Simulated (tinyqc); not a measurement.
From results back to parameters: Gamma, L and X subbands of a thin body with non-parabolic valleys. Three cases, with inputs chosen for the exercise.

Problem. Hard walls; each subband edge rises by e with e (1 + a e) = c (pi/t)^2/m_z, c = hbar^2/2m0. The thickness at which the Gamma and L edges cross was computed from a hidden bulk separation EL.

Constants: hbar^2/2m0 = 3.80998211 eV angstrom^2.

Case 1.

Values chosen (near those of a thin GaSb channel; not measured data): mG = 0.0393 m0 (Gamma mass); aG = 1.12 1/eV (Gamma non-parabolicity); mzL = 0.1402 m0 (confinement mass of the lowest L group); aS = 0.52 1/eV (non-parabolicity of L and X).

crossing thickness = 98.826 angstrom

Case 2.

Values chosen (near those of a thin InP channel; not measured data): mG = 0.08 m0 (Gamma mass); aG = 0.6 1/eV (Gamma non-parabolicity); mzL = 0.2597 m0 (confinement mass of the lowest L group); aS = 0.49 1/eV (non-parabolicity of L and X).

crossing thickness = 17.018 angstrom

Case 3.

Values chosen (near those of a thin GaAs channel; not measured data): mG = 0.066 m0 (Gamma mass); aG = 0.58 1/eV (Gamma non-parabolicity); mzL = 0.2083 m0 (confinement mass of the lowest L group); aS = 0.68 1/eV (non-parabolicity of L and X).

crossing thickness = 31.138 angstrom

Find: rise of Gamma; rise of L; EL.

Solution. At the crossing the rise of Gamma equals EL plus the rise of L.

Case 1.

rise of Gamma = 0.089 eV
rise of L = 0.027 eV
EL = 0.062 eV

Case 2.

rise of Gamma = 1.010 eV
rise of L = 0.415 eV
EL = 0.595 eV

Case 3.

rise of Gamma = 0.463 eV
rise of L = 0.167 eV
EL = 0.296 eV

Computed by tinyqc, one run a case: `OMP_NUM_THREADS=1 python tinyqc.py N N+1 out.jsonl` with N = 1282544, 1282554, 1282564; one thread of a shared Intel(R) Xeon(R) Processor @ 2.30GHz, about 0.06 s a run at most.
